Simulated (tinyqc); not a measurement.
Ion-assisted plasma etching: sheath, surface coverage, synergy and aspect-ratio dependence: one step, computed by the program tinyqc.

Radicals adsorb on bare sites; ions remove covered sites with a high yield and bare sites by sputtering; a slow spontaneous reaction acts everywhere, walls included.

Problem. Rate at the floor of the feature. Transmission of a round hole: K = 1/(1 + 3A/4), walls that scatter diffusely without loss. With a loss probability S = s (1 - theta) at the floor, G_b/G_n = K/(K + S - K S); theta follows G_b, and the two are solved together. Ions are taken to reach the floor unshadowed; G_b replaces G_n in every term of the rate; A is depth over diameter. Steady coverage: s G_n (1 - theta) = x Y G_i theta; removal flux = Y G_i theta + Y_p G_i (1 - theta) + k_c G_n; rate = flux/N, 1 cm/s = 6e8 nm/min.

Inputs (values chosen for the exercise, close to those used for silicon in a halogen plasma): gas temperature T_g = 300 K; sticking coefficient s = 0.18; radicals per removed unit x = 3; spontaneous reaction probability k_c = 0.00027; solid density N = 5e+22 1/cm^3; aspect ratio A = 14.

Feature: round hole.

yield Y = 1.483041

sputter yield Y_p = 0.3855906

ion flux G_i = 1.894809e+15 1/(cm^2 s)

radical flux G_n = 4.758676e+17 1/(cm^2 s)

vertical rate = 33.02690 nm/min

Give: transmission K; G_b/G_n; coverage at the floor; rate at the floor; floor rate over open-field rate.

Solution.

transmission K = 0.08696

G_b/G_n = 0.8336

coverage at the floor = 0.8944

rate at the floor = 32.37 nm/min

floor rate over open-field rate = 0.9801

The lag is 2.0 %. Caution: a sheath of several millimetres is collisional at usual pressures, which lowers the ion energy and widens the angles. Caution: at this aspect ratio many ions strike the walls, so ion shadowing, left out here, adds to the lag.
